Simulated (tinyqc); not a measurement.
Worked calculation: inverse iteration on a symmetric matrix. Computed by tinyqc, a small Python program that keeps every step. Settings: method = inverse, shift = -0.01. Command: `OMP_NUM_THREADS=1 python tinyqc.py 20595 20596 out.jsonl` (the two numbers bound the seeds that draw the settings). One thread of a shared host (Intel(R) Xeon(R) Processor @ 2.60GHz), about 0.01 s of CPU time with the checks.

## Step 1

A:
$$\begin{pmatrix}
0.19300 & 0.31200 & 0.25300 & 0.93900 \\
0.31200 & 0.19400 & -0.62500 & 1.01800 \\
0.25300 & -0.62500 & 0.41600 & 0.09400 \\
0.93900 & 1.01800 & 0.09400 & 0.69800
\end{pmatrix}$$

vector v at the start: [0.50000, 0.50000, 0.50000, 0.50000]

shift = -0.01000

solve (A - shift) w = v; v' = w/|w| with its largest component positive (the first on a tie); lambda = v'^T A v'.

vector after step 1: [0.65429, -0.45077, 0.18861, 0.57718]

Rayleigh quotient after step 1 = 0.55401

## Step 2

As before.

vector after step 2: [-0.15975, 0.35222, 0.90056, 0.19851]

Rayleigh quotient after step 2 = 0.00588

## Course of the iteration

Stop when the residual |A v - lambda v| is below 1e-9.

Steps:
```
step      lambda  residual
1      0.5540113  1.02e+00
2      0.0058798  7.51e-01
3     -0.2761271  4.87e-01
4     -0.3940525  2.77e-01
5     -0.4318109  1.47e-01
6     -0.4425072  7.66e-02
7     -0.4454204  3.95e-02
8     -0.4462047  2.04e-02
9     -0.4464151  1.05e-02
10    -0.4464715  5.41e-03
11    -0.4464866  2.79e-03
12    -0.4464906  1.44e-03
13    -0.4464917  7.40e-04
14    -0.4464920  3.81e-04
15    -0.4464920  1.96e-04
16    -0.4464921  1.01e-04
17    -0.4464921  5.22e-05
18    -0.4464921  2.69e-05
19    -0.4464921  1.39e-05
20    -0.4464921  7.14e-06
21    -0.4464921  3.68e-06
22    -0.4464921  1.90e-06
23    -0.4464921  9.78e-07
24    -0.4464921  5.04e-07
25    -0.4464921  2.60e-07
26    -0.4464921  1.34e-07
27    -0.4464921  6.91e-08
28    -0.4464921  3.56e-08
29    -0.4464921  1.84e-08
30    -0.4464921  9.46e-09
```

all eigenvalues, for comparison: [-0.88960, -0.44649, 0.83649, 2.00060]

Not converged in 30 steps: the residual falls only by the ratio of the two smallest distances of eigenvalues from the shift, 0.52 a step.
